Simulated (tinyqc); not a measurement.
Arrhenius plot from several rate windows.

Emission rate en = sn vth(T) Nc(T) exp(-Et/kB T) = sn g T^2 exp(-Et/kB T), g = vth Nc/(300 K)^2, as vth goes as T^0.5 and Nc as T^1.5 (degeneracy factor 1). Each window ew gives the temperature where en = ew.

Parameters, values chosen for the exercise; material values close to those of gallium arsenide: conduction-band density of states at 300 K Nc = 4.43e17 cm^-3; thermal velocity at 300 K vth = 4.3e7 cm/s; depth of the trap below the conduction edge Et = 0.12 eV; capture cross-section sn = 2e-14 cm^2.

Constants: q = 1.602176634e-19 C, kB = 1.380649e-23 J/K. Results are converted to the units shown.

Result of one run:

| ew (1/s) | T peak (K) | q/kB T (1/eV) | ln(ew/T^2) | ln ew |
|---|---|---|---|---|
| 5.1 | 63.50 | 182.8 | -6.673 | 1.629 |

What becomes of these results when the rate window ew is changed from 5.1 to 47 1/s, all else the same?

Result of the changed run:

| ew (1/s) | T peak (K) | q/kB T (1/eV) | ln(ew/T^2) | ln ew |
|---|---|---|---|---|
| 47 | 69.96 | 165.9 | -4.646 | 3.850 |

The whole series:

| ew (1/s) | T peak (K) | q/kB T (1/eV) | ln(ew/T^2) | ln ew |
|---|---|---|---|---|
| 1.7 | 60.70 | 191.2 | -7.681 | 0.5306 |
| 5.1 | 63.50 | 182.8 | -6.673 | 1.629 |
| 15 | 66.49 | 174.5 | -5.686 | 2.708 |
| 47 | 69.96 | 165.9 | -4.646 | 3.850 |
| 140 | 73.62 | 157.6 | -3.656 | 4.942 |
| 430 | 77.78 | 149.2 | -2.644 | 6.064 |
| 1300 | 82.35 | 140.9 | -1.652 | 7.170 |
| 3900 | 87.41 | 132.8 | -0.6725 | 8.269 |

The peak rises from 60.7 to 87.4 K. ln(ew/T^2) against q/kB T is a straight line of slope -0.1200 eV, the trap depth. Its intercept gives sn = 2.00e-14 cm^2. Leaving out the T^2 gives 0.1325 eV, too high by about 2 kB T.

tinyqc, about 0.01 s, one thread, Intel Xeon 2.30GHz (shared host): `OMP_NUM_THREADS=1 python tinyqc.py 2050076 2050077 out.jsonl`
